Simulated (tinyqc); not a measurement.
G0W0 on RHF in the sto-6g basis, for H3+, spin multiplicity 1, step by step. One step of it, computed by the program tinyqc.

Question. G0W0 on Hartree-Fock: HOMO. W(p,q,m) = sqrt2 sum_ia (pq|ia) (X+Y)_ia,m; Sigma_c(x) = sum_(i,m) W^2/(x - e_i + w_m) + sum_(a,m) W^2/(x - e_a - w_m); solve x = e_p + Sigma_c(x) by Newton steps; Z = 1/(1 - dSigma/dx); 1 hartree = 27.211386 eV.

orbital energies (hartree): MO1 -1.211561, MO2 -0.033254, MO3 -0.032738

Two-electron integrals over orbitals (pq|rs), unique and non-zero (hartree):
```
(11|11) 0.610303    (21|11) -0.000030   (21|21) 0.143942    (22|11) 0.592495
(22|21) 0.042004    (22|22) 0.672143    (31|11) 0.000057    (31|22) -0.080832
(31|31) 0.143943    (32|11) 8.24e-09    (32|21) -0.080883   (32|22) -0.000026
(32|31) -0.041995   (32|32) 0.072675    (33|11) 0.592567    (33|21) -0.042022
(33|22) 0.526887    (33|31) 0.080865    (33|32) 0.000026    (33|33) 0.672181
```

excitation energies w (hartree): 1.437651  1.438179

X + Y:
```
             1         2
1>2   0.905321  0.000013
1>3  -0.000014  0.905353
```

Give: The 12 largest terms at x = e_p; Newton steps; quasiparticle energy of the HOMO; Hartree-Fock value.

Answer.

The 12 largest terms at x = e_p (hartree; W for the signs of X + Y given):
```
q  m          W      term
2  1     0.1843   -0.0130
3  2     0.1843   -0.0130
1  2   7.28e-05  3.68e-09
1  1  -3.78e-05  9.95e-10
2  2   2.75e-06         0
3  1  -2.74e-06         0
```

Newton steps (hartree):
```
step        x  Sigma_c(x)       Z
0     -1.2116     -0.0260  0.9902
1     -1.2373     -0.0257  0.9904
2     -1.2373     -0.0257  0.9904
```

quasiparticle energy of the HOMO = -33.6678 eV

Hartree-Fock value = -32.9682 eV
